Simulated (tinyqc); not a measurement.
Inside a calculation. Method: plane-wave Kohn-Sham cycle with exchange-only LDA in a layered model solid. One step of it, computed by the program tinyqc.

Question. Iteration 1: Hamiltonian at one k. H(m,m') = (k + G_m)^2/2 delta + V(G_m - G_m'), with V(-G) = V(G).

A solid whose potential varies along x alone (atomic units):
```
parameter                      value
period a                   14.600000
cross-section of the cell  28.000000
electrons per cell                 4
grid points                       16
plane waves -n..n, n               3
k points                           2
V1 in V1 cos(2 pi x/a)     -0.490000
V2 in V2 cos(4 pi x/a)     -0.200000
```

V(G_m), m = 0, 1, 2, ... (hartree): -0.210624  -0.245000  -0.100000  0.000000  0.000000  0.000000  0.000000

k = 0.250000 2 pi / a

Give: H.

Answer.

H (hartree):
```
         -3       -2       -1       +0       +1       +2       +3
-3   0.4897  -0.2450  -0.1000   0.0000   0.0000   0.0000   0.0000
-2  -0.2450   0.0730  -0.2450  -0.1000   0.0000   0.0000   0.0000
-1  -0.1000  -0.2450  -0.1585  -0.2450  -0.1000   0.0000   0.0000
+0   0.0000  -0.1000  -0.2450  -0.2048  -0.2450  -0.1000   0.0000
+1   0.0000   0.0000  -0.1000  -0.2450  -0.0659  -0.2450  -0.1000
+2   0.0000   0.0000   0.0000  -0.1000  -0.2450   0.2582  -0.2450
+3   0.0000   0.0000   0.0000   0.0000  -0.1000  -0.2450   0.7675
```
